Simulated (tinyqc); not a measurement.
Inside a calculation. Model: X-ray reflectivity of a thin film on silicon: critical angles, Parratt recursion, fringes and roughness. Computed by tinyqc, a small Python program that keeps every step. Command: `OMP_NUM_THREADS=1 python tinyqc.py 3120973 3120974 out.jsonl xrr walk`. One thread of a shared host (Intel(R) Xeon(R) Processor @ 2.30GHz), about 0.01 s of CPU time with the checks. Intermediate numbers are printed to about 7 digits and carried at full precision; extremes and crossings named in words are read from the listed rows.

n = 1 - delta + i beta; the classical electron radius is r_e = 2.8179403e-6 nm. Layer 0 is vacuum, 1 the film, 2 the substrate.

Inputs (values chosen for the exercise, modelled on a porous low-k film on silicon, copper K-alpha radiation):

| quantity | value | unit |
|---|---|---|
| wavelength lambda | 0.15406 | nm |
| film density rho | 1.35 | g/cm^3 |
| effective electrons per unit mass, film | 0.519 | mol/g |
| beta/delta, film | 0.011 | - |
| film thickness d | 16.2 | nm |
| roughness of the surface sigma_1 | 0.36 | nm |
| roughness of the interface sigma_2 | 0.15 | nm |
| substrate density | 2.33 | g/cm^3 |
| effective electrons per unit mass, substrate | 0.507 | mol/g |
| beta/delta, substrate | 0.023 | - |
| grazing angle theta | 2.5 | degrees |

Constants: N_A = 6.02214076e+23 1/mol.

## Optical constants

delta = r_e lambda^2 rho_e/(2 pi), rho_e = density x electrons per mass x N_A; critical angle sqrt(2 delta), q_c = 4 sqrt(pi r_e rho_e).

Constants:

| layer | rho_e (1/nm^3) | delta | beta | critical angle (degrees) | q_c (1/nm) |
|---|---|---|---|---|---|
| film | 421.9413 | 4.491421e-06 | 4.940563e-08 | 0.1717234 | 0.2444707 |
| substrate | 711.4015 | 7.572626e-06 | 1.741704e-07 | 0.2229774 | 0.3174375 |

The film is less dense in electrons than the substrate, so a second edge from the substrate can show.

## Critical angle of the film

The formulas are those given above.

critical angle of the film = 0.1717234 degrees

## Reflectivity at one angle

k_j = (2 pi/lambda) sqrt(sin^2 theta - 2 delta_j + 2 i beta_j); r_ij = (k_i - k_j)/(k_i + k_j) x exp(-2 k_i k_j sigma^2) (Nevot-Croce); r = (r_01 + r_12 p)/(1 + r_01 r_12 p), p = exp(2 i k_1 d); R = |r|^2.

k_0, k_1, k_2 (1/nm): 1.778974  1.774769+0.000046i  1.771879+0.000164i

1000 r_01 = 0.5219279-0.0057660i

1000 r_12 = 0.7073505-0.0287379i

p = 0.5776736+0.8144306i

reflectivity R = 1.216628e-06

q = 4 pi sin(theta)/lambda = 3.557947 1/nm

## Fringe period, contrast and decay

Far above the critical angle the period is d theta = lambda/(2 d), or 2 pi/d in q; the envelope runs between (|r_01| - |r_12 p|)^2 and (|r_01| + |r_12 p|)^2; contrast = 2 a b/(a^2 + b^2) with a = |r_01|, b = |r_12 p|; roughness factors on the amplitudes are about exp(-q^2 sigma^2/2).

period in theta = 0.2724379 degrees

period in q = 0.3878509 1/nm

contrast = 0.9557152

roughness factor, surface = 0.4402984

roughness factor, interface = 0.8672624

## Thickness from the minima

Minima of R theta^4 are located on 6001 points over 7.5 periods, from 1.15 times the larger critical angle. With refraction, sin^2(theta_m) = 2 delta + m^2 (lambda/(2 d))^2, m integer or half-integer; the first six minima are used, and the first order is the one that minimises the largest residual of the least-squares line plus the distance of its intercept from 2 delta. Without refraction, d = lambda/(2 x mean step of sin theta).

Minima:

| order m | theta (degrees) | sin^2 theta |
|---|---|---|
| 1.5 | 0.444406 | 6.015977e-05 |
| 2.5 | 0.703903 | 1.509242e-04 |
| 3.5 | 0.970211 | 2.867120e-04 |
| 4.5 | 1.239584 | 4.679927e-04 |
| 5.5 | 1.509638 | 6.940649e-04 |
| 6.5 | 1.780714 | 9.656134e-04 |

d with refraction = 16.19115 nm

d without refraction = 16.51725 nm

Against d = 16.2 nm the errors are -0.05 % with and +1.96 % without refraction. The orders are half-integers, as r_01 and r_12 have the same sign for a film less dense than the substrate.

## Which roughness does what

R is averaged over one period above each angle (64 points); contrast = (max - min)/(max + min) of R theta^4 over that period. Cases: smooth; only sigma_1; only sigma_2; both.

Mean R and contrast:

| theta (degrees) | R smooth | contrast | R, sigma_1 | contrast, sigma_1 | R, sigma_2 | contrast, sigma_2 | R, both | contrast, both |
|---|---|---|---|---|---|---|---|---|
| 0.8 | 1.388577e-04 | 0.9418474 | 1.225121e-04 | 0.9752349 | 1.372839e-04 | 0.9355357 | 1.209413e-04 | 0.9708953 |
| 1.2 | 2.379338e-05 | 0.9370514 | 1.757180e-05 | 0.9857817 | 2.320228e-05 | 0.9250270 | 1.697855e-05 | 0.9793019 |
| 1.8 | 6.006301e-06 | 0.9344060 | 3.510113e-06 | 0.9850399 | 5.709803e-06 | 0.9008386 | 3.213884e-06 | 0.9965362 |
| 2.5 | 1.615094e-06 | 0.9330475 | 6.894255e-07 | 0.8746007 | 1.475412e-06 | 0.8733922 | 5.482622e-07 | 0.9328023 |
| 3.5 | 4.826854e-07 | 0.9328887 | 1.652280e-07 | 0.4841404 | 4.130461e-07 | 0.8065525 | 9.712679e-08 | 0.6322743 |

At 2.5 degrees sigma_1 alone multiplies the mean R by 0.43 and sigma_2 alone by 0.91; the contrast goes from 0.93 (smooth) to 0.87 and 0.87.

Checks made by the program: smooth bare substrate far above q_c against (q_c/2q)^4 (relative difference 1e-03).
